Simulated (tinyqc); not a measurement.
Shrinking the pitch: stress in a transistor channel from embedded alloy regions, liners and fins, by half-space elasticity. Computed by tinyqc, a small Python program. Command: `OMP_NUM_THREADS=1 python tinyqc.py 3003838 3003839 out.jsonl stressor walk`. One thread of a shared host (Intel(R) Xeon(R) Processor @ 2.30GHz), about 0.01 s of CPU time with the checks.

Plane strain in an isotropic half-space, the same constants everywhere; x along the channel from its centre, y downwards from the free surface; stress is positive in tension.

Inputs (values chosen for the exercise, modelled on silicon):
```
quantity                          value  unit
alloy fraction x                   0.25     -
lattice change per unit x, beta  0.0416     -
Young's modulus E                   164   GPa
Poisson ratio nu                   0.22     -
channel length L                     76    nm
length of each stressor S            65    nm
recess depth d                       60    nm
depth of the field point y          2.6    nm
```

Stressor: Si(1-x)Ge(x) source and drain.

Method:
- Misfit e = beta x. A fully constrained inclusion holds the stress -p with p = E e/(1 - 2 nu); a blanket film would hold -E e/(1 - nu) in the plane.
- A line element dA of misfit at (a, c) in the half-space gives, with C = E e/(2 pi (1 - nu)), X = x - a, r1^2 = X^2 + (y - c)^2, r2^2 = X^2 + Y^2, Y = y + c: s_xx = -C dA {[X^2 - (y - c)^2]/r1^4 + 3 [X^2 - Y^2]/r2^4 + 4 y Y (Y^2 - 3 X^2)/r2^6}, s_yy = C dA {[X^2 - (y - c)^2]/r1^4 - [X^2 - Y^2]/r2^4 + 4 y Y (Y^2 - 3 X^2)/r2^6}. These are integrated over two rectangles, L/2 < |a| < L/2 + S, 0 < c < d (closed form in a, 200 Gauss-Legendre points in c).
- L and S are scaled together at fixed d, then S alone, then L alone.

misfit e = 0.0104

S_xx at the centre (MPa):
```
scale  L and S scaled  S alone  L alone
0.35           -541.7   -554.7  -1474.2
0.50           -860.4   -744.9  -1479.1
0.70          -1093.4   -959.2  -1393.3
1.00          -1213.2  -1213.2  -1213.2
1.40          -1185.1  -1461.4   -980.5
2.00          -1036.1  -1713.0   -710.5
3.00           -801.1  -1963.2   -438.1
```

Halving S alone keeps 0.61 of the stress, halving L alone gives 1.22, and halving both 0.71: a shorter channel brings the walls closer, a shorter stressor brings its far wall, which pulls the other way, closer too. Neighbouring devices are left out.
